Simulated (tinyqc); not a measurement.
What each parameter does: six-band hole subbands of a thin body in a field.

Basis X, Y, Z times spin, hole energies counted downwards from the unstrained edge (the hydrostatic shift is left out), c = hbar^2/2m0. For a symmetric tensor T let C(T) have C_XX = L Txx + M (Tyy + Tzz), C_XY = N Txy (cyclic), L = c (g1 + 4 g2), M = c (g1 - 2 g2), N = 6 c g3. k = q + kz n, n the unit normal, q = k1 u + k2 v with u along the channel [1-10] and v = n x u. H = C(k k^T) + (Dso/3)(1 - L.sigma) - B + e F z with (L_k)_ij = -i epsilon_kij; B is the block C built from the traceless strain with 2b, -b and sqrt(3) d in place of L, M, N. Strain: exx = eyy = (s11 + s12) sx/2, ezz = s12 sx, exy = -s44 sx/4. Hard walls at z = 0 and t; basis sin(j pi z/t), j = 1 to Nz: kz^2 = (j pi/t)^2, kz = -i D with D_jl = 4 j l/(t (j^2 - l^2)), z_jj = t/2 and z_jl = -8 t j l/(pi (j^2 - l^2))^2 for j + l odd; 1 MV/cm = 0.01 eV/angstrom.

Nz = 14. E1 is the top subband at q = 0, gap the distance to the next pair, and the masses are c q^2/(E(q) - E1) at |q| = 0.02 1/angstrom (mean of the spin pair) along the channel [1-10] and across it in the plane; a dash marks a band that does not rise.

Constants: hbar^2/2m0 = 3.80998211 eV angstrom^2.

Values chosen for the exercise (near those of a p-type Si channel; not measured data):

| symbol | value | unit | meaning |
|---|---|---|---|
| g1 | 4.27 |  | Luttinger gamma1 |
| g2 | 0.34 |  | gamma2 |
| g3 | 1.44 |  | gamma3 |
| Dso | 0.044 | eV | spin-orbit splitting |
| b | -2.12 | eV | tetragonal potential |
| d | -4.73 | eV | trigonal potential |
| S | (7.6, -2.16, 12.46) | 1/TPa | compliances s11, s12, s44 |
| face | 001 |  | surface |
| t | 60 | angstrom | body thickness |
| F | 1.2 | MV/cm | field across the body |
| sx | -2 | GPa | stress along the channel [1-10], negative in compression |

Six bands.

Results for these values:

| case | E1 (meV) | gap (meV) | m channel (m0) | m across (m0) |
|---|---|---|---|---|
| base | 233.0 | 102.9 | 0.161 | 2.640 |

What happens to each result for F = 1.5 MV/cm, all else kept?

Answer: E1 rises from 233.0 to 280.1; gap rises from 102.9 to 103.3; m channel rises from 0.161 to 0.163; m across rises from 2.640 to 2.646.

The same for each parameter in turn:

| case | E1 (meV) | gap (meV) | m channel (m0) | m across (m0) |
|---|---|---|---|---|
| base | 233.0 | 102.9 | 0.161 | 2.640 |
| t = 70 angstrom | 233.0 | 102.8 | 0.161 | 2.639 |
| F = 1.5 MV/cm | 280.1 | 103.3 | 0.163 | 2.646 |
| sx = -2.5 GPa | 215.6 | 127.8 | 0.157 | 2.836 |
| g3 = 1.34 | 233.0 | 102.9 | 0.160 | 1.478 |
| g2 = 0.39 | 230.3 | 103.2 | 0.159 | 2.329 |
| Dso = 0.066 eV | 237.0 | 103.0 | 0.164 | 2.163 |
| d = -3.78 eV | 242.8 | 83.7 | 0.164 | 2.383 |

Run: tinyqc, `OMP_NUM_THREADS=1 python tinyqc.py 1250545 1250546 out.jsonl`; Intel(R) Xeon(R) Processor @ 2.30GHz, one thread, shared host; about 0.4 s of CPU time with all checks.
